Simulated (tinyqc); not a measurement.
Inside a calculation. Model: floating body of a partially depleted SOI transistor: body voltage and kink.

Program tinyqc, `OMP_NUM_THREADS=1 python tinyqc.py 2182089 2182090 out.jsonl`; Intel Xeon 2.30GHz, shared host, one thread, about 0.2 s. Printed values are rounded.

Source at 0 V. Channel current Ic = 2 nf K Vt^2 [F(0) - F(Vd)](1 + la Vd), F(V) = ln^2(1 + exp((Vg - VT - nf V)/(2 nf Vt))), VT = VT0 - gb Vb. Saturation voltage Vs = 2 Vt sqrt(F(0)) + 3 Vt, excess Ve = (Vd - Vs + sqrt((Vd - Vs)^2 + 0.0004 V^2))/2, multiplication M1 = Ai Ve exp(-Bl/Ve). Each junction passes D(v) = J1 (exp(v/Vt) - 1) + J2 (exp(v/(2 Vt)) - 1). Bipolar current Ib = bb J1 (exp(Vb/Vt) - 1). The body settles where M1 (Ic + Ib) = D(Vb) + D(Vb - Vd) + Vb/Rb; drain current Id = (1 + M1)(Ic + Ib) - D(Vb - Vd).

Parameters, values chosen for the exercise; values of the order met in partially depleted silicon-on-insulator transistors:
- T = 398 K (temperature)
- VT0 = 0.49 V (threshold at zero body voltage)
- gb = 0.35 (fall of the threshold per volt of body voltage)
- nf = 1.43 (slope factor)
- K = 200 uA/(V^2 um) (gain factor per width)
- la = 0.04 1/V (channel-length modulation factor)
- Ai = 3.34 1/V (impact-ionisation prefactor)
- Bl = 7.3 V (impact-ionisation voltage)
- J1 = 1e-9 uA/um (diffusion saturation current of each junction)
- J2 = 2.2e-6 uA/um (recombination saturation current of each junction)
- bb = 1 (gain of the lateral bipolar transistor on the diffusion current)
- Rb = 1e9 kohm um (resistance of a weak body tie to the source (1e9 stands for no tie, and the term is then dropped))
- Vg = 0.83 V (gate voltage)
- Vd = 1.6 V (drain voltage)

Constants: q = 1.602176634e-19 C, kB = 1.380649e-23 J/K, Vt = kB T/q. Results are converted to the units shown.

Range of the model: The multiplication law is an empirical form chosen for the exercise; self-heating and capacitive coupling to the body are left out, and the linear laws are rough once Vb passes about 0.7 V or M1 about 0.1.

## Starting value

Vb = 0.55 V.

Vb at the start = 0.55 V

## Iteration 1: new Vb

Current into the body I_in = M1 (Ic + Ib) - D(Vb - Vd), current out I_out = D(Vb) + Vb/Rb; f = ln(I_in/I_out), s = df/dVb by central differences over 1e-5 V, Vb(new) = Vb - f/s.

Ic = 21.1322 uA/um
Ve = 1.12452 V
M1 = 0.00569406
I_in = 0.120383 uA/um
I_out = 0.0158918 uA/um
f = 2.02487
s = -23.3379 1/V
Vb after iteration 1 = 0.636763 V

## Iteration 2: new Vb

As before.

Ic = 23.5996 uA/um
Ve = 1.10337 V
M1 = 0.00493312
I_in = 0.116992 uA/um
I_out = 0.139317 uA/um
f = -0.174643
s = -26.9905 1/V
Vb after iteration 2 = 0.630293 V

## Course of the iteration

Stop when the step is below 1e-10 V, or after 40 iterations.

Course of the iteration:
```
iteration  Vb before the step (V)   step (V)
1                            0.55     0.0868
2                        0.636763   -6.47e-3
3                        0.630293   -2.22e-5
4                        0.630270  -2.78e-10
5                        0.630270    < 1e-14
```

Converged in 5 iterations.

## Drain current with floating and with grounded body

converged Vb = 0.630270 V

Id and VT at the converged Vb, Id at Vb = 0, their ratio, and the bipolar share Ib/(Ic + Ib).

VT = 0.269405 V
Id, floating = 23.6231 uA/um
Id, grounded = 8.86525 uA/um
ratio = 2.66468
bipolar share = 0.407181 %

The body rises to 0.630 V and lowers the threshold by 221 mV.
